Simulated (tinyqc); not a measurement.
## Both saturation currents from two open-circuit voltages

Question. Without shunt, at open circuit JL = J01 (exp(Voc/Vt) - 1) + J02 (exp(Voc/(2 Vt)) - 1). Find J01, J02 and the mean ideality (Voc2 - Voc1)/(Vt ln(JL2/JL1)).

Inputs (values chosen for the exercise):

| symbol | value | unit | meaning |
|---|---|---|---|
| T | 298.15 | K | temperature |

Constants: q = 1.602176634e-19 C, kB = 1.380649e-23 J/K, Vt = kB T/q. Results are converted to the units shown.

photocurrents (mA/cm^2): 51.7  5.17
Voc (V): 0.23228639  0.17293731

Solution. The relation is linear in J01 and J02, so two light levels give two equations; series resistance plays no part at open circuit.

J01 = 6.100e-6 A/cm^2
J02 = 2.300e-6 A/cm^2
mean ideality = 1.003

Computed by the program tinyqc: `OMP_NUM_THREADS=1 python tinyqc.py 2280108 2280109 out.jsonl`, one thread of a shared Intel Xeon 2.30GHz, about 0.01 s for the whole run.
